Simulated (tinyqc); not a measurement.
Inside a calculation. Model: p-i-n junction, non-linear Poisson equation by Newton steps.

Numbers from tinyqc (`OMP_NUM_THREADS=1 python tinyqc.py 2000144 2000145 out.jsonl`; about 0.07 s on one thread of a shared Intel Xeon 2.30GHz). Printed values are rounded; ~0 in a residual or rate marks an entry under 1e-11 of the largest of its column.

One dimension, p side on the left, n side on the right; net doping C = -Na for x < 0, 0 for 0 < x < Li and +Nd beyond. The potential psi is counted from the intrinsic level, and the quasi-Fermi potentials are flat: 0 for holes and -V for electrons, so n = ni exp((psi + V)/Vt) and p = ni exp(-psi/Vt) (Boltzmann statistics, full ionisation, no current).

Inputs (values chosen for the exercise); band and dielectric values close to those of gallium phosphide: temperature T = 250 K; band gap Eg = 2.3 eV; relative permittivity eps_r = 11.1; conduction-band density of states at T Nc = 1.35e19 cm^-3; valence-band density of states at T Nv = 1.46e19 cm^-3; acceptor density of the p side Na = 1.3e18 cm^-3; donor density of the n side Nd = 1e17 cm^-3; bias of the p side against the n side V = 0 V; width of the undoped layer, from x = 0 to Li Li = 140 nm.

Constants: q = 1.602176634e-19 C, kB = 1.380649e-23 J/K, Vt = kB T/q, eps0 = 8.8541878128e-14 F/cm where lengths are in cm. Results are converted to the units shown.

## Intrinsic density, end potentials and Debye lengths

ni = sqrt(Nc Nv) exp(-Eg/(2 Vt)), Eg in volts; psi_p = -Vt ln(Na/ni), psi_n = Vt ln(Nd/ni) - V; Debye length sqrt(eps0 eps_r Vt/(q N)).

ni = 9.21221e-5 cm^-3
psi_p = -1.09874 V
psi_n = 1.04348 V
Debye length, p side = 3.18835 nm
Debye length, n side = 11.4957 nm

## Net doping on the mesh

x, node 0 to 16 (nm): [-40.3, -32.9, -26.2, -20.2, -14.8, -9.99, -5.65, -1.75, 1.75, 7.48, 16.8, 32.2, 57.2, 98.3, 165, 275, 455]

C = -Na for x < 0, 0 for 0 < x < Li and +Nd beyond, taken at the nodes.

net doping C, node 0 to 16 (cm^-3): [-1.3e18, -1.3e18, -1.3e18, -1.3e18, -1.3e18, -1.3e18, -1.3e18, -1.3e18, 0, 0, 0, 0, 0, 0, 1e17, 1e17, 1e17]

## Couplings between neighbouring nodes

a_i = eps0 eps_r/h_i for the interval from node i to i + 1, with h_i = x_(i+1) - x_i in cm.

coupling a_i, interval 0 to 15 (F/cm^2): [1.32813e-6, 1.46689e-6, 1.63802e-6, 1.82003e-6, 2.04327e-6, 2.26455e-6, 2.52004e-6, 2.80804e-6, 1.71521e-6, 1.05452e-6, 6.38191e-7, 3.93126e-7, 2.39128e-7, 1.47349e-7, 8.93468e-8, 5.46008e-8]

## Starting potential

A straight line in x from psi_p = -Vt ln(Na/ni) at the first node to psi_n = Vt ln(Nd/ni) - V at the last.

psi at the start, node 0 to 16 (V): [-1.09874, -1.06673, -1.03775, -1.01180, -0.98845, -0.96764, -0.94887, -0.93201, -0.91687, -0.89208, -0.85178, -0.78517, -0.67704, -0.49928, -0.21080, 0.26496, 1.04348]

## Iteration 1: densities, residual and Jacobian diagonal

n_i = ni exp((psi_i + V)/Vt), p_i = ni exp(-psi_i/Vt), rho_i = p_i - n_i + C_i, g_i = (n_i + p_i)/Vt. Box widths w_i = (h_(i-1) + h_i)/2 in cm. Residual F_i = a_i (psi_(i+1) - psi_i) - a_(i-1) (psi_i - psi_(i-1)) + q rho_i w_i; Jacobian: a_(i-1) and a_i beside the diagonal, b_i = -a_(i-1) - a_i - q g_i w_i on it. The two end nodes are fixed.

```
node    n (cm^-3)    p (cm^-3)
0     6.52806e-27       1.3e18
1     2.88397e-26   2.94264e17
2     1.10704e-25   7.66592e16
3     3.69235e-25   2.29839e16
4     1.09177e-24   7.77317e15
5     2.86757e-24   2.95947e15
6     6.85359e-24   1.23825e15
7     1.49954e-23   5.65937e14
8     3.02778e-23   2.80287e14
9     9.56584e-23   8.87165e13
10    6.21347e-22   1.36582e13
11    1.36792e-20   6.20393e11
12    2.06924e-18    4.10125e9
13    7.93086e-15    1.07006e6
14     5.18674e-9      1.63619
15        20.2207  4.19692e-10
16           1e17  8.48647e-26
```

```
node  residual F (C/cm^2)  diagonal b (F/cm^2)
1             -1.13601e-7          -4.33787e-6
2             -1.24461e-7          -3.46693e-6
3             -1.16622e-7          -3.55548e-6
4             -1.05693e-7          -3.89281e-6
5             -9.50725e-8          -4.31789e-6
6             -8.57308e-8          -4.78838e-6
7             -7.70311e-8          -5.32964e-6
8             2.07246e-11          -4.52421e-6
9             1.06960e-11          -2.77023e-6
10            2.70472e-12          -1.69284e-6
11            2.00784e-13          -1.03133e-6
12            2.17169e-15          -6.32254e-7
13                     ~0          -3.86476e-7
14             1.41552e-7          -2.36695e-7
15             2.32316e-7          -1.43948e-7
```

## Iteration 1: Newton step

Solve the tridiagonal system a_(i-1) d_(i-1) + b_i d_i + a_i d_(i+1) = -F_i for nodes 1 to 15, with d = 0 on fixed nodes. Half of the step is added while the largest |d| exceeds 1.5 Vt, the full step after that.

Newton step d, before damping, node 1 to 15 (V): [-0.12417, -0.28974, -0.42607, -0.50750, -0.53564, -0.52142, -0.47541, -0.40695, -0.29512, -0.11336, 0.18694, 0.67444, 1.47590, 2.77656, 3.33727]
psi after iteration 1, node 0 to 16 (V): [-1.09874, -1.12882, -1.18263, -1.22484, -1.24220, -1.23546, -1.20958, -1.16971, -1.12034, -1.03964, -0.90846, -0.69170, -0.33982, 0.23867, 1.17748, 1.93360, 1.04348]

## Course of the Newton iteration

Stop when the largest undamped |d| is below 1e-9 V, or after 80 iterations.

Course of the iteration:
```
iteration  largest |F| (C/cm^2)  largest |d| (V)  at node
1                       2.32e-7             3.34       15
2                       2.04e11           0.0215       15
3                       7.51e10           0.0215       15
4                       2.76e10           0.0215       15
5                       1.02e10           0.0215       15
6                        3.74e9           0.0215       15
7                        1.38e9           0.0215       15
8                        5.06e8           0.0215       15
9                        1.86e8           0.0215       15
...                         ...              ...      ...
39                      1.73e-5           0.0213       15
40                      6.32e-6           0.0208       15
41                      2.27e-6           0.0196       15
42                      7.77e-7           0.0167       15
43                      2.35e-7           0.0109       15
44                      5.03e-8          3.85e-3       15
45                      4.20e-9          3.83e-4       15
46                     3.66e-11          3.40e-6       15
47                     2.86e-15         2.65e-10       15
```

Converged in 47 iterations. Once the step is below 0.1 Vt, 2 more iteration(s) reach the threshold: near the solution the error is roughly squared each time.

## Converged densities, field and charge

converged psi, node 0 to 16 (V): [-1.09874, -1.09873, -1.09870, -1.09854, -1.09780, -1.09493, -1.08553, -1.06146, -1.01729, -0.94625, -0.83082, -0.64010, -0.33048, 0.17853, 1.00459, 1.04316, 1.04348]

n and p as above; field E_i = -(psi_(i+1) - psi_i)/h_i on each interval; charge on either side of the peak Q = eps0 eps_r |E|max (Gauss).

```
node    n (cm^-3)    p (cm^-3)
0     6.52806e-27       1.3e18
1     6.52971e-27   1.29967e18
2     6.53891e-27   1.29784e18
3     6.58803e-27   1.28816e18
4     6.81793e-27   1.24473e18
5     7.78974e-27   1.08944e18
6     1.20540e-26   7.04038e17
7     3.68308e-26   2.30418e17
8     2.86241e-25   2.96480e16
9     7.74238e-24   1.09611e15
10    1.64349e-21   5.16368e12
11    1.14975e-17    7.38117e8
12    2.00547e-11      423.166
13       0.365957   2.31898e-8
14     1.64459e16  5.16025e-25
15     9.85243e16  8.61359e-26
16           1e17  8.48647e-26
```

field E, interval 0 to 15 (kV/cm): [-0.007, -0.045, -0.269, -1.368, -5.968, -21.672, -61.699, -126.213, -123.983, -123.848, -123.847, -123.847, -123.847, -123.847, -3.506, -0.018]
peak |E| = 126.213 kV/cm
charge Q = 124.044 nC/cm^2

A mesh of more than 1000 nodes gives a peak field of 120.5 kV/cm; the 17-node value is 4.7 % above it.
